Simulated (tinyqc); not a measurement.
CCSD on RHF in the sto-3g basis, for H3-, spin multiplicity 1, step by step. The basis has no diffuse functions, so it cannot describe the extra electron: this is an exercise in the method, not the real anion. One step of it, computed by the program tinyqc.

Task: CCSD: starting amplitudes. t_ij^ab = <ij||ab> / (e_i + e_j - e_a - e_b), whose energy is MP2.

orbital energies (hartree): [-0.192185, 0.218401, 1.330089]

Two-electron integrals over orbitals (pq|rs), unique and non-zero (hartree):
```
(11|11) 0.574940    (21|21) 0.163223    (22|11) 0.515032    (22|22) 0.555061
(31|11) 0.083215    (31|22) -0.029129   (31|31) 0.131324    (32|21) -0.137011
(32|32) 0.138959    (33|11) 0.603246    (33|22) 0.539785    (33|31) 0.100809
(33|33) 0.672633
```

Give: Starting amplitudes; correlation energy.

Result:

Starting amplitudes (spin orbitals 1a, 1b, ...; amplitudes related by a flip of all spins are not repeated):
```
from      to        t
2a 2b  3a 3b  -0.0625
1a 1b  3a 3b  -0.0431
```

correlation energy = -0.014349 hartree
